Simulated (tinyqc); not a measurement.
Pariser-Parr-Pople SCF with singles CI, for the molecule C=Nc1ccccc1 (SMILES; centres numbered as the heavy atoms are written), step by step. One step of it, computed by the program tinyqc.

Question. Iteration 2: Fock matrix. F_rr = H_rr + P_rr gamma_rr / 2 + sum_(s != r) P_ss gamma_rs; F_rs = H_rs - P_rs gamma_rs / 2; E = tr P (H + F) / 2 + core repulsion sum_(r<s) z_r z_s gamma_rs.

P after iteration 1:
```
           1C         2N         3C         4C         5C         6C         7C         8C
1C   0.817191   0.904108  -0.046947  -0.234154   0.008632   0.181936   0.006364  -0.242738
2N   0.904108   1.192242   0.376949  -0.017519  -0.041392   0.008604  -0.034140  -0.016786
3C  -0.046947   0.376949   0.983969   0.616036   0.002491  -0.308703   0.002026   0.616961
4C  -0.234154  -0.017519   0.616036   1.003212   0.678488  -0.001882  -0.324029   0.003069
5C   0.008632  -0.041392   0.002491   0.678488   0.999552   0.659075  -0.000349  -0.321682
6C   0.181936   0.008604  -0.308703  -0.001882   0.659075   1.001183   0.661166  -0.001796
7C   0.006364  -0.034140   0.002026  -0.324029  -0.000349   0.661166   0.999718   0.675762
8C  -0.242738  -0.016786   0.616961   0.003069  -0.321682  -0.001796   0.675762   1.002933
```

core matrix H (eV):
```
            1C          2N          3C          4C          5C          6C          7C          8C
1C  -34.145541   -2.670000    0.000000    0.000000    0.000000    0.000000    0.000000    0.000000
2N   -2.670000  -41.425151   -2.670000    0.000000    0.000000    0.000000    0.000000    0.000000
3C    0.000000   -2.670000  -42.463805   -2.540000    0.000000    0.000000    0.000000   -2.540000
4C    0.000000    0.000000   -2.540000  -39.938549   -2.540000    0.000000    0.000000    0.000000
5C    0.000000    0.000000    0.000000   -2.540000  -38.378554   -2.540000    0.000000    0.000000
6C    0.000000    0.000000    0.000000    0.000000   -2.540000  -38.039119   -2.540000    0.000000
7C    0.000000    0.000000    0.000000    0.000000    0.000000   -2.540000  -38.653071   -2.540000
8C    0.000000    0.000000   -2.540000    0.000000    0.000000    0.000000   -2.540000  -40.571451
```

repulsion gamma_rs (eV):
```
           1C         2N         3C         4C         5C         6C         7C         8C
1C  11.130000   5.477308   3.872489   2.881753   2.344139   2.270929   2.621133   3.517790
2N   5.477308  12.300000   5.476283   3.941281   2.918957   2.652325   2.918589   3.940408
3C   3.872489   5.476283  11.130000   5.347393   3.872798   3.517790   3.871956   5.345096
4C   2.881753   3.941281   5.347393  11.130000   5.344958   3.872662   3.517636   3.872865
5C   2.344139   2.918957   3.872798   5.344958  11.130000   5.346991   3.872865   3.517846
6C   2.270929   2.652325   3.517790   3.872662   5.346991  11.130000   5.345934   3.872489
7C   2.621133   2.918589   3.871956   3.517636   3.872865   5.345934  11.130000   5.344958
8C   3.517790   3.940408   5.345096   3.872865   3.517846   3.872489   5.344958  11.130000
```

Centres (angstrom, eV; a flat drawing with bonds scaled to 1.40 angstrom):
```
centre          x          y  core charge z          W   gamma_rr
1C      -2.879000   0.438000              1  11.160000  11.130000
2N      -1.930000  -0.591000              1  14.100000  12.300000
3C      -0.564000  -0.283000              1  11.160000  11.130000
4C       0.385000  -1.311000              1  11.160000  11.130000
5C       1.751000  -1.003000              1  11.160000  11.130000
6C       2.167000   0.333000              1  11.160000  11.130000
7C       1.218000   1.362000              1  11.160000  11.130000
8C      -0.148000   1.054000              1  11.160000  11.130000
```

Give: F; pi energy.

Answer.

F (eV):
```
         1C       2N       3C       4C       5C       6C       7C       8C
1C  -5.6010  -5.1460   0.0909   0.3374  -0.0101  -0.2066  -0.0083   0.4270
2N  -5.1460  -7.8316  -3.7021   0.0345   0.0604  -0.0114   0.0498   0.0331
3C   0.0909  -3.7021  -5.3052  -4.1871  -0.0048   0.5430  -0.0039  -4.1889
4C   0.3374   0.0345  -4.1871  -5.4194  -4.3532   0.0036   0.5699  -0.0059
5C  -0.0101   0.0604  -0.0048  -4.3532  -5.4942  -4.3020   0.0007   0.5658
6C  -0.2066  -0.0114   0.5430   0.0036  -4.3020  -5.5302  -4.3073   0.0035
7C  -0.0083   0.0498  -0.0039   0.5699   0.0007  -4.3073  -5.5452  -4.3460
8C   0.4270   0.0331  -4.1889  -0.0059   0.5658   0.0035  -4.3460  -5.5360
```

pi energy = -107.0056 eV
